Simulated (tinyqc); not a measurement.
Kinetic Monte Carlo and master equation for a particle on a ring of sites with traps and bias: one step, computed by the program tinyqc.

8 sites on a ring, numbered 1 to 8. The saddle between i and i+1 lies at E0 + s b_i and site i at s eps_i; a force F tilts the landscape, with the saddle half-way.

Task: Closed form at zero force. At zero force D0 = a^2 nu exp(-E0/(k_B T)) / [<exp(-s eps/(k_B T))> <exp(s b/(k_B T))>], with means over the ring; Einstein relation v = D0 F/(k_B T); 1 angstrom = 1e-8 cm.

Inputs (values chosen for the exercise, for a model defect):
```
quantity                        value         unit
reference barrier E0             0.45           eV
scale factor s of the disorder      1            -
attempt frequency nu              4.2          THz
temperature T                     470            K
site spacing a                    3.9     angstrom
force F along the ring          0.004  eV/angstrom
```

Disorder: both.

site energies eps_i (eV): -0.028  -0.11  0  0  0  -0.1  -0.031  -0.11

saddle shifts b_i between sites i and i+1 (eV): -0.016  0.031  0.05  -0.056  0.03  -0.00049  4.2e-05  0.03

Constants: k_B = 8.617333262e-05 eV/K.

Give: zero-force diffusivity D0; D0 over the value without disorder; Einstein drift.

Result:

zero-force diffusivity D0 = 9.7877e-09 cm^2/s

D0 over the value without disorder = 0.10248

Einstein drift = 0.096665 cm/s
